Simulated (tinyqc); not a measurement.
# Changing the interface-state density D

Model: Schottky barrier with interface states (Cowley-Sze model), image lowering and contact resistance. Computed by tinyqc, a small Python program. Command: `OMP_NUM_THREADS=1 python tinyqc.py 3027217 3027218 out.jsonl pinning sweep`. One thread of a shared host (Intel(R) Xeon(R) Processor @ 2.30GHz), about 0.02 s of CPU time with the checks.

An n-type semiconductor under a metal. The barrier lies between the Schottky-Mott limit phi_M - chi and the Bardeen limit E_g - E_n, E_n being the neutrality level of the interface states; the space-charge term of the full Cowley-Sze expression is left out.

Inputs (values chosen for the exercise, for a model semiconductor):
```
quantity                                       value   unit
gap E_g                                         1.16     eV
electron affinity chi                           4.16     eV
metal work function phi_M                       4.98     eV
neutrality level E_n above the valence band    0.691     eV
dipole layer thickness delta                    0.28     nm
dipole layer constant eps_i                        1      -
dielectric constant eps_s                       11.1      -
electron mass m_e                              0.423    m_0
valleys M_c                                        6      -
donor density N                              6.1e+17  cm^-3
temperature T                                    425      K
reverse bias V_r                                 4.5      V
```

Pinning factor from: interface states.

Constants: e = 1.602176634e-19 C; eps_0 = 8.8541878128e-12 F/m; k_B = 8.617333262e-05 eV/K; m_0 = 9.1093837015e-31 kg; k_B = 1.380649e-23 J/K; h = 6.62607015e-34 J s; hbar = 1.054571817e-34 J s.

Method:
- S = 1/(1 + e^2 D delta/(eps_i eps_0)); for D per eV, e^2 D is the number e x D in SI units, with 1 cm^-2 = 1e4 m^-2.
- phi_B = S (phi_M - chi) + (1 - S)(E_g - E_n); the hole barrier is E_g - phi_B.
- N_c = 2 M_c (2 pi m_e k_B T/h^2)^(3/2); xi = E_c - E_F solves N = N_c F_1/2(-xi/k_B T) (bisection; full ionisation).
- F_1/2(eta) = (2/sqrt(pi)) int_0^infinity sqrt(x)/(1 + exp(x - eta)) dx, by the trapezoid rule in t = sqrt(x) with step 0.02 up to t = 12 (for eta < -12 by exp(eta) - exp(2 eta)/2^(3/2)).
- V_bi = phi_B - xi; W = sqrt(2 eps_s eps_0 (V_bi + V_r - k_B T/e)/(e N)); field at the metal E_m = e N W/(eps_s eps_0); image lowering sqrt(e E_m/(4 pi eps_s eps_0)).
- A* = 4 pi e m_e M_c k_B^2/h^3 (a simple valley count); J_s = A* T^2 exp(-phi/k_B T).
- J_0 uses phi_B; the reverse current uses phi_B less the image lowering, times 1 - exp(-V_r/k_B T).
- E_00 = (e hbar/2) sqrt(N/(m_e eps_s eps_0)), E_0 = E_00 coth(E_00/k_B T); scaling form of the contact resistivity rho_c = (k_B/(e A* T)) exp(phi_B/E_0), which is the thermionic result when E_00 << k_B T and keeps only the leading exponential of tunnelling when E_00 >> k_B T; image lowering is left out of it.

One run for each value; columns: (1) interface-state density D (cm^-2 eV^-1); (2) pinning factor S; (3) barrier phi_B (eV); (4) J_0 (A/cm^2); (5) contact resistivity rho_c (ohm cm^2):
```
(1)           (2)      (3)         (4)         (5)
1.00e+11  0.99496  0.81823  1.0921e-02  2.6239e+00
3.00e+11  0.98503  0.81474  1.2011e-02  2.3882e+00
1.00e+12  0.95178  0.80307  1.6519e-02  1.7425e+00
3.00e+12  0.86806  0.77369  3.6851e-02  7.8803e-01
1.00e+13  0.66372  0.70197  2.6119e-01  1.1360e-01
3.00e+13  0.39683  0.60829  3.3716e+00  9.0512e-03
1.00e+14  0.16484  0.52686  3.1149e+01  1.0039e-03
3.00e+14  0.06173  0.49067  8.3676e+01  3.7779e-04
1.00e+15  0.01935  0.47579  1.2560e+02  2.5283e-04
```

What does the table show?

Over the rows, pinning factor S falls from 0.995 to 0.0194 (exponent d ln y / d ln x -0.0091 between the first rows and -0.96 between the last); barrier phi_B (eV) falls from 0.818 to 0.476 (exponent d ln y / d ln x -0.0039 between the first rows and -0.026 between the last); J_0 (A/cm^2) rises from 0.0109 to 126 (exponent d ln y / d ln x 0.087 between the first rows and 0.34 between the last).

Caution (all rows): the field is near or above breakdown for such a gap, so avalanche or tunnelling current would take over. Caution (all rows): the field is near breakdown.
